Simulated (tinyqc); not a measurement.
# Off-state leakage of single and stacked transistors, step by step

tinyqc, about 0.03 s, one thread, Intel Xeon 2.30GHz (shared host): `OMP_NUM_THREADS=1 python tinyqc.py 2242119 2242120 out.jsonl` Printed values are rounded.

n-channel devices of unit width. Subthreshold current I(Vg, Vs, Vd) = I0 (T/300 K)^0.5 exp[(Vg - Vs - VT(T) - gb (Vs - Vb) + dd (Vd - Vs))/(nf Vt)] (1 - exp(-(Vd - Vs)/Vt)), VT(T) = VT - cT (T - 300 K). Gate-edge tunnelling Ig (Vd/1 V) exp(ag (Vd - 1 V)), for a gate at 0 V, and band-to-band leakage Ab u exp(-Bb/u), u = Vd - Vb + 1 V, flow at a drain held at V; both are taken as independent of T. In a stack of off transistors (all gates at 0 V) the same subthreshold current passes through each.

Inputs (values chosen for the exercise); values of the order met in bulk silicon logic transistors:
- T = 330 K (temperature)
- V = 0.8 V (supply voltage)
- VT = 0.3 V (threshold at 300 K, zero drain and body bias)
- cT = 0.7 mV/K (fall of the threshold with temperature)
- I0 = 0.44 uA/um (current at threshold at 300 K)
- nf = 1.4 (slope factor)
- dd = 0.1 (drain-induced lowering per volt)
- gb = 0.18 (rise of the threshold per volt of source-body bias)
- Ig = 9e-6 uA/um (gate-edge tunnelling current at 1 V)
- ag = 5.9 1/V (exponential slope of the gate current)
- Ab = 300 uA/(um V) (prefactor of band-to-band leakage at the drain)
- Bb = 23 V (its exponential voltage)
- Vb = -0.3 V (body voltage)

Constants: q = 1.602176634e-19 C, kB = 1.380649e-23 J/K, Vt = kB T/q. Results are converted to the units shown.

## Leakage of one transistor

Vg = Vs = 0, Vd = V; effective threshold VT(T) - gb Vb - dd V.

effective threshold = 0.253 V
parts (nA/um): subthreshold 0.802178, gate edge 0.00221241, band-to-band 11.0352
total = 11.8396 nA/um
shares (%): subthreshold 6.77536, gate edge 0.0186864, band-to-band 93.2060

The band-to-band part is the largest.

## Starting value

Vx = dd V/(1 + gb + 2 dd), the solution for Vx well above Vt, rounded to three decimals.

Vx at the start = 0.058 V

## Iteration 1: new Vx

Stack of two, Vx the node between them: I_low = I(0, 0, Vx), I_up = I(0, Vx, V), f = ln(I_up/I_low), f' = -(1 + gb + 2 dd)/(nf Vt) - 1/(Vt (exp(Vx/Vt) - 1)) - 1/(Vt (exp((V - Vx)/Vt) - 1)), Vx(new) = Vx - f/f'.

I_low = 0.108225 nA/um
I_up = 0.124284 nA/um
f = 0.138353
f' = -39.9213 1/V
Vx after iteration 1 = 0.0614656 V

## Iteration 2: new Vx

As before.

I_low = 0.111045 nA/um
I_up = 0.111179 nA/um
f = 0.00121222
f' = -39.2394 1/V
Vx after iteration 2 = 0.0614965 V

## Course of the iteration

Stop when the step is below 1e-11 V, or after 40 iterations.

Course of the iteration:
```
iteration  Vx before the step (V)  step (V)
1                           0.058   3.47e-3
2                       0.0614656   3.09e-5
3                       0.0614965   2.21e-9
4                       0.0614965   < 1e-15
```

Converged in 4 iterations. The subthreshold current of the stack is 0.1111 nA/um, 7.22 times less than that of one transistor (the drain leakage is unchanged); the estimate exp[dd V (1 + gb + dd)/((1 + gb + 2 dd) nf Vt)] gives 6.45.
